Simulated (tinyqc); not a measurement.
Worked calculation: G0W0 on RHF in the 6-31g basis, for H3+, spin multiplicity 1. One step of it, computed by the program tinyqc.

Task: G0W0 on Hartree-Fock: LUMO. W(p,q,m) = sqrt2 sum_ia (pq|ia) (X+Y)_ia,m; Sigma_c(x) = sum_(i,m) W^2/(x - e_i + w_m) + sum_(a,m) W^2/(x - e_a - w_m); solve x = e_p + Sigma_c(x) by Newton steps; Z = 1/(1 - dSigma/dx); 1 hartree = 27.211386 eV.

orbital energies (hartree): MO1 -1.225470, MO2 -0.192522, MO3 -0.165035, MO4 0.299698, MO5 0.750810, MO6 0.826872

Two-electron integrals over orbitals (pq|rs), unique and non-zero (hartree):
```
p,q,r,s,(pq|rs)
1,1,1,1,0.686148
2,1,1,1,-0.008872
2,1,2,1,0.088063
2,2,1,1,0.470797
2,2,2,1,0.036468
2,2,2,2,0.428699
3,1,3,1,0.080232
3,2,3,1,-0.031463
3,2,3,2,0.029327
3,3,1,1,0.461290
3,3,2,1,-0.035607
3,3,2,2,0.354820
3,3,3,3,0.414184
4,1,1,1,0.140624
4,1,2,1,-0.003555
4,1,2,2,0.051953
4,1,3,3,0.047190
4,1,4,1,0.068355
4,2,1,1,-0.004322
4,2,2,1,-0.013715
4,2,2,2,-0.011641
4,2,3,3,0.008327
4,2,4,1,-0.003294
4,2,4,2,0.035221
4,3,3,1,-0.019121
4,3,3,2,0.010349
4,3,4,3,0.039295
4,4,1,1,0.467437
4,4,2,1,-0.007927
4,4,2,2,0.370149
4,4,3,3,0.370184
4,4,4,1,0.059143
4,4,4,2,0.000580
4,4,4,4,0.375786
5,1,1,1,0.004592
5,1,2,1,-0.079650
5,1,2,2,-0.034584
5,1,3,3,0.029756
5,1,4,1,0.003077
5,1,4,2,-0.017707
5,1,4,4,0.004308
5,1,5,1,0.103497
5,2,1,1,-0.162856
5,2,2,1,-0.029102
5,2,2,2,-0.088025
5,2,3,3,-0.062691
5,2,4,1,-0.062041
5,2,4,2,-0.006726
5,2,4,4,-0.073195
5,2,5,1,0.042102
5,2,5,2,0.097414
5,3,3,1,0.025183
5,3,3,2,-0.007095
5,3,4,3,0.005647
5,3,5,3,0.017783
5,4,1,1,0.005678
5,4,2,1,-0.071204
5,4,2,2,-0.030723
5,4,3,3,0.028254
5,4,4,1,0.002694
5,4,4,2,0.010551
5,4,4,4,0.006366
5,4,5,1,0.070549
5,4,5,2,0.026459
5,4,5,4,0.070247
5,5,1,1,0.587341
5,5,2,1,0.066813
5,5,2,2,0.471342
5,5,3,3,0.384140
5,5,4,1,0.114944
5,5,4,2,0.002035
5,5,4,4,0.419051
5,5,5,1,-0.085390
5,5,5,2,-0.172236
5,5,5,4,-0.065179
5,5,5,5,0.622122
6,1,3,1,-0.078136
6,1,3,2,0.032475
6,1,4,3,-0.013576
6,1,5,3,-0.036683
6,1,6,1,0.110990
6,2,3,1,0.031471
6,2,3,2,-0.010530
6,2,4,3,0.005315
6,2,5,3,0.018909
6,2,6,1,-0.044336
6,2,6,2,0.023170
6,3,1,1,-0.161222
6,3,2,1,0.032511
6,3,2,2,-0.064937
6,3,3,3,-0.078738
6,3,4,1,-0.061373
6,3,4,2,0.008434
6,3,4,4,-0.073617
6,3,5,1,-0.039356
6,3,5,2,0.050736
6,3,5,4,-0.027240
6,3,5,5,-0.101606
6,3,6,3,0.090438
6,4,3,1,-0.067264
6,4,3,2,0.027209
6,4,4,3,0.013360
6,4,5,3,-0.024030
6,4,6,1,0.075000
6,4,6,2,-0.029937
6,4,6,4,0.070881
6,5,3,1,-0.057641
6,5,3,2,0.031446
6,5,4,3,-0.003212
6,5,5,3,-0.025016
6,5,6,1,0.078759
6,5,6,2,-0.031173
6,5,6,4,0.059139
6,5,6,5,0.063404
6,6,1,1,0.611704
6,6,2,1,-0.072351
6,6,2,2,0.401125
6,6,3,3,0.462992
6,6,4,1,0.125193
6,6,4,2,-0.009881
6,6,4,4,0.435555
6,6,5,1,0.082992
6,6,5,2,-0.112577
6,6,5,4,0.065805
6,6,5,5,0.476388
6,6,6,3,-0.173174
6,6,6,6,0.647558
```

excitation energies w (hartree): 1.170005  1.186435  1.656212  2.187666  2.276067

X + Y:
```
,1,2,3,4,5
1>2,0.931028,0.000000,-0.007210,-0.092419,0.000000
1>3,0.000000,0.938213,0.000000,0.000000,-0.084058
1>4,0.012306,0.000000,0.959504,0.009635,0.000000
1>5,0.174642,0.000000,-0.014074,0.941760,0.000000
1>6,0.000000,0.161969,0.000000,0.000000,0.942354
```

Give: The 12 largest terms at x = e_p; Newton steps; quasiparticle energy of the LUMO; Hartree-Fock value.

Result:

The 12 largest terms at x = e_p (hartree; W for the signs of X + Y given):
```
q,m,W,term
1,4,-0.1176,0.0043
1,1,0.0962,0.0042
2,3,0.0708,-0.0030
5,3,-0.0847,-0.0028
2,1,0.0404,-0.0014
6,5,-0.0628,-0.0012
2,4,-0.0501,-0.0011
5,4,0.0590,-0.0011
3,2,-0.0343,-0.0010
3,5,0.0470,-0.0010
6,2,0.0316,-4.53e-04
5,1,-0.0290,-3.98e-04
```

Newton steps (hartree):
```
step,x,Sigma_c(x),Z
0,-0.1925,-0.0054,0.9897
1,-0.1979,-0.0054,0.9897
2,-0.1979,-0.0054,0.9897
```

quasiparticle energy of the LUMO = -5.3844 eV

Hartree-Fock value = -5.2388 eV
